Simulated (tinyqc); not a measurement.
# Vertical double-diffused power MOSFET, components of the on-resistance: what changes with what

Stripe cells of pitch Wp + a, two channels a cell. Current flows through the channels, spreads in the accumulation layer, passes the gap between the p bodies and spreads at 45 degrees into the drift layer below them. Low drain voltage, full ionisation.

Parameters, values chosen for the exercise; bulk values close to those of 4H silicon carbide: temperature T = 300 K; relative permittivity eps_r = 9.69; critical-field constant Kc = 22600 V/cm per (cm^-3)^(1/8); rated breakdown voltage of the drift layer BV = 3300 V; drift mobility at 300 K mud = 835 cm^2/(V s); temperature exponent of the drift mobility bt = 2; gate oxide thickness (eps_r 3.9) tox = 45 nm; gate overdrive Vov = 10 V; channel mobility mch = 17 cm^2/(V s); accumulation-layer mobility mac = 170 cm^2/(V s); channel length Lc = 0.8 um; width of the p body in one cell, channels included Wp = 2.6 um; gap between neighbouring p bodies a = 2.9 um; depth of the p body xp = 1.3 um; doping of the gap over the drift doping Nj = 3; built-in voltage of the body junction Vbi = 2.93 V; substrate and contact resistance Rs = 0.2 mohm cm^2.

Constants: q = 1.602176634e-19 C, eps0 = 8.8541878128e-14 F/cm where lengths are in cm. Results are converted to the units shown.

Each table varies one quantity; the others keep the values above.

## On-resistance against the doping of the gap over the drift doping

Triangular field at breakdown with Ec = Kc N^(1/8): BV = eps0 eps_r Ec^2/(2 q N), so N = (eps0 eps_r Kc^2/(2 q BV))^(4/3); W = 2 BV/Ec; mu = mud (T/300 K)^(-bt); rho = 1/(q mu N); ideal resistance rho W. Pitch p = Wp + a, Cox = 3.9 eps0/tox; zero-bias depletion in the gap w0 = sqrt(2 eps0 eps_r Vbi/(q N Nj)), open gap g = a - 2 w0; R_ch = Lc p/(2 mch Cox Vov); R_acc = 0.6 a p/(4 mac Cox Vov), 0.6 being an empirical factor for current leaving the layer along its length; R_gap = (rho/Nj) xp p/g; spreading depth t = min(W, (p - g)/2); R_drift = (rho p/2) ln((g + 2 t)/g) + rho (W - t); R_on = the sum with Rs.

The same in every row: R_ch (mohm cm^2) = 1.686; R_acc (mohm cm^2) = 0.1834; ideal (mohm cm^2) = 8.183.

On-resistance against the doping of the gap over the drift doping:
```
Nj   R_gap (mohm cm^2)  R_drift (mohm cm^2)  R_on (mohm cm^2)  largest term
1                1.956                8.840             12.87         drift
1.5             0.9194                8.652             11.64         drift
2               0.5865                8.571             11.23         drift
3               0.3321                8.494             10.90         drift
5               0.1731                8.432             10.68         drift
8              0.09885                8.395             10.56         drift
12             0.06218                8.372             10.50         drift
```

What does the table show?

R_on falls from 12.9 to 10.5 mohm cm^2. The drift term is the largest at Nj = 1 and in all other rows. R_on is 1.57 times the ideal drift resistance in the first row and 1.28 times in the last.

## On-resistance against the gap between neighbouring p bodies

Same model as above.

The same in every row: ideal (mohm cm^2) = 8.1825.

Result of one run:
```
a (um)  R_ch (mohm cm^2)  R_acc (mohm cm^2)  R_gap (mohm cm^2)  R_drift (mohm cm^2)  R_on (mohm cm^2)  largest term
2.5               1.5638            0.14661            0.40011               8.5535            10.864         drift
```

What becomes of these results when the gap between neighbouring p bodies a is changed from 2.5 to 7.9 um, all else the same?

Result of the changed run:
```
a (um)  R_ch (mohm cm^2)  R_acc (mohm cm^2)  R_gap (mohm cm^2)  R_drift (mohm cm^2)  R_on (mohm cm^2)  largest term
7.9               3.2196            0.95380            0.16341               8.2910            12.828         drift
```

The whole series:
```
a (um)  R_ch (mohm cm^2)  R_acc (mohm cm^2)  R_gap (mohm cm^2)  R_drift (mohm cm^2)  R_on (mohm cm^2)  largest term
1.4               1.2265           0.064392             1.7747               9.0960            12.362         drift
1.9               1.3798           0.098312            0.64073               8.7126            11.031         drift
2.5               1.5638            0.14661            0.40011               8.5535            10.864         drift
3.3               1.8091            0.22388            0.28954               8.4523            10.975         drift
4.4               2.1464            0.35415            0.22676               8.3805            11.308         drift
5.9               2.6063            0.57665            0.18814               8.3285            11.900         drift
7.9               3.2196            0.95380            0.16341               8.2910            12.828         drift
10                3.8635             1.4488            0.14949               8.2680            13.930         drift
14                5.0900             2.6723            0.13558               8.2435            16.341         drift
```

R_on goes from 12.4 through a minimum of 10.9 (at a = 2.5 among the rows listed) to 16.3 mohm cm^2. The drift term is the largest at a = 1.4 and in all other rows. R_on is 1.51 times the ideal drift resistance in the first row and 2.00 times in the last. A narrow gap chokes the current while a wide one lengthens the pitch and so dilutes the channels, which gives the minimum.

Numbers from tinyqc (`OMP_NUM_THREADS=1 python tinyqc.py 2230103 2230104 out.jsonl`; about 0.01 s on one thread of a shared Intel Xeon 2.30GHz).
